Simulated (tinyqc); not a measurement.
# Planar ballistic transistor, top-of-the-barrier model: effects of single changes

At the top of the source barrier, states moving towards the drain are filled by the source (Fermi level 0) and states moving back by the drain (Fermi level -q Vd); nothing scatters. U is the shift of the band edge there, set by the capacitances CG, CD and CS (the total) and by the charge. Parabolic two-dimensional band; the source is grounded.

Inputs (values chosen for the exercise); mass and valleys close to those of a monolayer dichalcogenide: temperature T = 300 K; effective mass m = 0.498 m0; valley degeneracy gv = 2; relative permittivity of the gate insulator eox = 9; insulator thickness tox = 2.6 nm; gate control CG/CS aG = 0.81; drain control CD/CS aD = 0.091; band edge at the barrier top above the source Fermi level at zero bias E0 = 0.38 eV.

Constants: q = 1.602176634e-19 C, kB = 1.380649e-23 J/K, hbar = 1.054571817e-34 J s, m0 = 9.1093837015e-31 kg, Vt = kB T/q, eps0 = 8.8541878128e-14 F/cm where lengths are in cm. Results are converted to the units shown.

Each table varies one quantity; the others keep the values above.

## Output curve

N0 = gv m kB T/(pi hbar^2), CG = eps0 eox/tox, vT = sqrt(2 kB T/(pi m)), CS = CG/aG, n0 = n at U = 0 and Vd = 0. eta1 = -(E0 + U)/Vt, eta2 = eta1 - Vd/Vt, n = (N0/2)[F_0(eta1) + F_0(eta2)], F_0(x) = ln(1 + exp x). U = UL + q (n - n0)/CS with UL = -(aG Vg + aD Vd), energies in eV. I = q (N0/2) vT [F_(1/2)(eta1) - F_(1/2)(eta2)] per width, F_(1/2)(x) = (2/sqrt(pi)) int_0^infinity u^(1/2)/(1 + exp(u - x)) du. CQ = (q/Vt) dn/d(eta1).

In this table Vg = 0.7 V.

Results:
```
Vd (V)     eta1  n (cm^-2)  I (uA/um)  mean velocity I/(q n) (cm/s)  CQ/CS
0.01    -0.4214   4.695e12      101.0                       1.342e6  6.205
0.025   -0.2191   4.604e12      239.4                       3.246e6  5.984
0.05    0.01751   4.513e12      417.7                       5.776e6  5.572
0.1      0.2219   4.496e12      580.1                       8.053e6  5.115
0.15     0.2836   4.566e12      623.0                       8.517e6  5.060
0.2      0.3175   4.652e12      641.4                       8.605e6  5.103
0.4      0.4316   5.013e12      698.3                       8.696e6  5.340
0.6      0.5407   5.376e12      755.8                       8.775e6  5.567
0.8      0.6462   5.741e12      814.6                       8.856e6  5.780
```

Estimate the missing row, Vd = 0.3 V.

Computed row:
```
Vd (V)    eta1  n (cm^-2)  I (uA/um)  mean velocity I/(q n) (cm/s)  CQ/CS
0.3     0.3755   4.832e12      670.1                       8.656e6  5.222
```

With this row back in the table: The current rises from 101 to 815 uA/um; n goes from 4.70e12 through a minimum of 4.50e12 (at Vd = 0.1 V among the rows listed) to 5.74e12 cm^-2 and eta1 rises from -0.421 to 0.646. The resistance in the first row is 99.0 ohm um, though nothing scatters in the channel. The current passes 90 % of its last value at Vd = 0.6 V among the rows, where eta2 = -23; returning states are gone from Vd = 0.2 V on (eta2 < -7), and from there the drain control aD lifts eta1 from 0.318 to 0.646.

## Effect of the insulator thickness

Same model as above.

CQ = (q/Vt) dn/d(eta1). E0 is held fixed.

In this table Vg = 0.7 V, Vd = 0.7 V.

Effect of the insulator thickness:
```
tox (nm)      eta1  n (cm^-2)  I (uA/um)  mean velocity I/(q n) (cm/s)   CQ/CS
0.5         3.5825  1.9414e13     3696.0                      1.1883e7  1.6481
0.74        2.7195  1.4969e13     2615.9                      1.0907e7  2.3520
1.1         1.9464  1.1186e13     1803.8                      1.0065e7  3.2611
1.6         1.3084  8.3231e12     1257.1                      9.4269e6  4.2674
2.4        0.70428  5.9483e12     848.30                      8.9012e6  5.4407
3.6        0.16907  4.2016e12     573.45                      8.5188e6  6.6125
5.4       -0.31648  2.9438e12     388.95                      8.2467e6  7.7118
8         -0.75392  2.0738e12     267.82                      8.0605e6  8.6722
```

What does the table show?

As tox goes from 0.5 to 8 nm, n falls from 1.94e13 to 2.07e12 cm^-2, the mean velocity falls from 1.19e7 to 8.06e6 cm/s and the current falls from 3700 to 268 uA/um. CQ/CS goes from 1.6 to 8.7. Over the range the current goes as tox^(-0.95) on average. For tox = 0.5 to 0.74 nm the insulator is under 1 nm thick, where gate tunnelling would matter.

## Effect of the drain control CD/CS

Same model as above.

CQ = (q/Vt) dn/d(eta1). E0 is held fixed.

In this table Vg = 0.7 V, Vd = 0.7 V.

Effect of the drain control CD/CS:
```
aD       eta1  n (cm^-2)  I (uA/um)  mean velocity I/(q n) (cm/s)   CQ/CS
0     0.20052  4.2939e12     587.44                      8.5389e6  4.8444
0.02  0.29164  4.5689e12     629.45                      8.5988e6  5.0420
0.04  0.37989  4.8457e12     672.27                      8.6592e6  5.2309
0.06  0.46555  5.1240e12     715.89                      8.7201e6  5.4114
0.08  0.54890  5.4038e12     760.28                      8.7815e6  5.5836
0.1   0.63014  5.6848e12     805.44                      8.8432e6  5.7478
0.12  0.70947  5.9670e12     851.36                      8.9053e6  5.9042
0.14  0.78707  6.2503e12     898.03                      8.9677e6  6.0532
```

As aD goes from 0 to 0.14, n rises from 4.29e12 to 6.25e12 cm^-2, the mean velocity rises from 8.54e6 to 8.97e6 cm/s and the current rises from 587 to 898 uA/um. CQ/CS goes from 4.8 to 6.1.

Numbers from tinyqc (`OMP_NUM_THREADS=1 python tinyqc.py 2400160 2400161 out.jsonl`; about 0.01 s on one thread of a shared Intel Xeon 2.30GHz).
